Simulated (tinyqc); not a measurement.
## Thermionic-field emission through a Schottky barrier, WKB: contact resistivity against doping

Metal on an n-type semiconductor with one parabolic valley; V > 0 is forward bias (metal positive). Energies E are counted from the conduction edge of the neutral semiconductor, whose Fermi level lies at -xi; that of the metal lies at -xi - V. The barrier is a parabola of height Vd = phi - xi - V (depletion approximation, no image force).

Nc = 2 (2 pi me m0 kB T/h^2)^1.5 (times 1e-6 for cm^-3); Nd = Nc F12(-xi/Vt), F12(x) = (2/sqrt(pi)) int_0^infinity sqrt(u)/(1 + exp(u - x)) du; E00 = (hbar/2) sqrt(Nd/(me m0 eps0 eps_r)) in SI units (volts). For E < Vd, ln T(E) = -(Vd/E00) [sqrt(1 - y) - y ln((1 + sqrt(1 - y))/sqrt(y))], y = E/Vd; T(E) = 1 above. J = A* T (q/kB) int_0^infinity T(E) N(E) dE, N = ln[(1 + exp((-xi - E)/Vt))/(1 + exp((-xi - V - E)/Vt))], A* = 4 pi q me m0 kB^2/h^3 (times 1e-4 for A/(cm^2 K^2)). The integral is converged to the digits shown; the share over the barrier is that of E > Vd, and 0 means below 1e-6 %. The contact resistivity is rho_c = 1/(dJ/dV) at V = 0, where N becomes V f/Vt with f = 1/(1 + exp((E + xi)/Vt)). The last column is the thermionic value Vt exp(phi/Vt)/(A* T^2). By a common rule of thumb, E00/Vt below 0.5 marks thermionic emission, 0.5 to 5 thermionic-field emission and above 5 field emission.

Parameters, values chosen for the exercise; band and dielectric values close to those of gallium arsenide: temperature T = 400 K; electron mass me = 0.0657 m0; relative permittivity eps_r = 12.9; barrier height seen from the metal phi = 0.94 eV.

Constants: q = 1.602176634e-19 C, kB = 1.380649e-23 J/K, eps0 = 8.8541878128e-12 F/m, hbar = 1.054571817e-34 J s, h = 6.62607015e-34 J s, m0 = 9.1093837015e-31 kg, Vt = kB T/q. Results are converted to the units shown.

Result of one run:
```
E00/Vt  rho_c (ohm cm^2)  thermionic rho_c (ohm cm^2)
1.421            0.01462                      1.903e4
```

Which donor density Nd gave this result: 2.1e17, 1.1e18, 2.6e18, 5.9e18 or 3.1e19 cm^-3?

Nd = 5.9e18 cm^-3.

The whole series:
```
Nd (cm^-3)  E00/Vt  rho_c (ohm cm^2)  thermionic rho_c (ohm cm^2)
9.3e16      0.1784              4459                      1.903e4
2.1e17      0.2681              2255                      1.903e4
4.9e17      0.4096             688.6                      1.903e4
1.1e18      0.6136             95.64                      1.903e4
2.6e18      0.9434             2.485                      1.903e4
5.9e18       1.421           0.01462                      1.903e4
1.3e19       2.110          1.021e-4                      1.903e4
3.1e19       3.258          1.564e-6                      1.903e4
7.1e19       4.930          9.880e-8                      1.903e4
```

rho_c falls from 4460 to 9.88e-8 ohm cm^2: 0.23 of the thermionic value in the first row (thermionic emission) and 5.2e-12 of it in the last (thermionic-field emission). Between the last two rows ln rho_c changes by 0.914 eV for each unit of 1/E00, to be set beside phi = 0.94 eV of the rule rho_c ~ exp(phi/E00). Even in the first row most of the current tunnels through the thin top of the barrier.

Range of the model: The depletion approximation, a parabolic band and the neglect of image-force lowering make these currents estimates at high doping.

Computed by the program tinyqc: `OMP_NUM_THREADS=1 python tinyqc.py 2640002 2640003 out.jsonl`, one thread of a shared Intel Xeon 2.30GHz, about 0.01 s for the whole run.
